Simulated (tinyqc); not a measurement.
Worked calculation: Hubbard ring of 6 sites. One step of it, computed by the program tinyqc.

Question. Mean-field iteration 3. H(up) = T + U n(down), H(down) = T + U n(up); fill the lowest levels; n(new) = n + mixing (n(out) - n); E = tr T (rho up + rho down) + U sum n_up n_down of the output.

one-body matrix (hopping and site energies) (eV):
```
           1          2          3          4          5          6
1   0.000000  -1.810000   0.000000   0.000000   0.000000  -1.810000
2  -1.810000   0.000000  -1.810000   0.000000   0.000000   0.000000
3   0.000000  -1.810000   0.000000  -1.810000   0.000000   0.000000
4   0.000000   0.000000  -1.810000   0.000000  -1.810000   0.000000
5   0.000000   0.000000   0.000000  -1.810000   0.000000  -1.810000
6  -1.810000   0.000000   0.000000   0.000000  -1.810000   0.000000
```

U = 5.500000 eV

electrons, up and down: 3  3

mixing = 0.500000

n(up) after iteration 2: 1 0.876622, 2 0.123378, 3 0.876622, 4 0.123378, 5 0.876622, 6 0.123378

n(down) after iteration 2: 1 0.123378, 2 0.876622, 3 0.123378, 4 0.876622, 5 0.123378, 6 0.876622

Give: levels, up; levels, down; energy; n(up) after iteration 3; n(down) after iteration 3.

Answer.

levels, up (eV): -1.4208  -0.0008  -0.0008  5.5008  5.5008  6.9208

levels, down (eV): -1.4208  -0.0008  -0.0008  5.5008  5.5008  6.9208

energy = -6.4744 eV

n(up) after iteration 3: 1 0.8552, 2 0.1448, 3 0.8552, 4 0.1448, 5 0.8552, 6 0.1448

n(down) after iteration 3: 1 0.1448, 2 0.8552, 3 0.1448, 4 0.8552, 5 0.1448, 6 0.8552
